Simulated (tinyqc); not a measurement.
# ESD clamp with bipolar snapback, compact model and design window, step by step

Program tinyqc, `OMP_NUM_THREADS=1 python tinyqc.py 2670025 2670026 out.jsonl`; Intel Xeon 2.30GHz, shared host, one thread, about 0.01 s. Printed values are rounded.

The drain junction multiplies the current that enters it: Igen = (M - 1)(Ic + I0), M = 1/(1 - (Vj/BV)^n). The generated holes leave through the substrate resistance and the base of the parasitic npn: Igen = Vb/Rb + Ic/be, Ic = Is exp(Vb/Vt). Terminal current I = Ic + I0 + Igen and voltage V = Vj + I Ro, per width. Isothermal, constant gain.

Values chosen for this exercise; values close to those of grounded-gate n-channel clamps: temperature T = 300 K; junction breakdown voltage BV = 9.1 V; exponent of the multiplication n = 3.2; current gain of the parasitic npn be = 8.9; saturation current Is = 3.7e-18 A/um; junction leakage I0 = 4.9e-11 A/um; substrate resistance Rb = 9500 ohm um; drain ballast and contact resistance Ro = 230 ohm um; failure current for 100 ns It2 = 6.6 mA/um; finger width Wf = 40 um; number of fingers Nf = 12; human-body-model level Lv = 1 kV; oxide breakdown voltage for 100 ns Vox = 8.1 V; supply voltage Vdd = 3.3 V.

Constants: q = 1.602176634e-19 C, kB = 1.380649e-23 J/K, Vt = kB T/q. Results are converted to the units shown.

## The snapback curve

Vb, point 0 to 8 (V): 0.05  0.3  0.51  0.57  0.62  0.741  0.852  0.872  0.902

For given Vb: Ic, Igen, M = 1 + Igen/(Ic + I0), Vj = BV (1 - 1/M)^(1/n), I and V.

```
point	Ic (uA/um)	M	Vj (V)	I (uA/um)	V (V)
0	2.55956e-11	1.07412e5	9.09997	5.26321	9.10118
1	4.05490e-7	6.39180e5	9.10000	31.5790	9.10726
2	0.00136718	37909.0	9.09992	53.6858	9.11227
3	0.0139245	4294.95	9.09934	60.0155	9.11314
4	0.0963260	678.292	9.09581	65.3704	9.11084
5	10.3861	8.62234	8.75611	89.5532	8.77671
6	760.627	1.23027	5.39032	935.775	5.60555
7	1648.76	1.16803	4.96474	1925.80	5.40767
8	5261.81	1.13040	4.63377	5947.97	6.00180
```

V peaks at Vt1 = 9.113 V and falls to Vh = 5.408 V: once the npn supplies current, a small M feeds the base. At high current M tends to 1 + 1/be and Vj to BV (1 + be)^(-1/n) = 4.445 V.

## Iteration 1: base voltage at the failure current

Vb at the start = 0.81 V

I(Vb) = Ic (1 + 1/be) + I0 + Vb/Rb, I' = Ic (1 + 1/be)/Vt + 1/Rb; Newton steps on ln I: Vb(new) = Vb - ln(I/It2) I/I'. V follows from the introduction.

I = 0.251930 mA/um
V = 6.92009 V
I' = 6.55221 mS/um
Vb after iteration 1 = 0.935564 V

## Iteration 2: base voltage at the failure current

As before.

I = 21.5386 mA/um
V = 9.45498 V
I' = 829.447 mS/um
Vb after iteration 2 = 0.904850 V

## Course of the iteration: base voltage at the failure current

Stop when Vb changes by less than 1e-10 V, or after 20 iterations. Vb must stay between 0 and 8 V.

Course of the iteration:
```
iteration	Vb (V)	|change| (V)
1	0.935564	0.126
2	0.904850	0.0307
3	0.904729	1.21e-4
4	0.904729	3.82e-9
5	0.904729	< 1e-13
```

Converged in 5 iterations. At the end the number of correct digits about doubles with each step.

## Design window and human-body level

Vt1 = 9.11314 V
Vh = 5.40766 V
Vt2 = 6.13439 V

Human-body model: 100 pF through 1500 ohm, peak current about (level - Vt2)/1500 ohm, decay time 150 ns. All fingers turn on before the first fails if Vt2 > Vt1; then the clamp carries Nf Wf It2, otherwise in the worst case Wf It2. Margins: Vh - 1.1 Vdd against latching in operation, Vox - max(Vt1, Vt2) for the protected oxide.

peak current = 0.662577 A
current the clamp carries = 0.264 A
level it withstands = 0.402134 kV
holding margin = 1.77766 V
oxide margin = -1.01314 V

Uniform turn-on is not assured; the clamp fails the level. The oxide margin is negative.
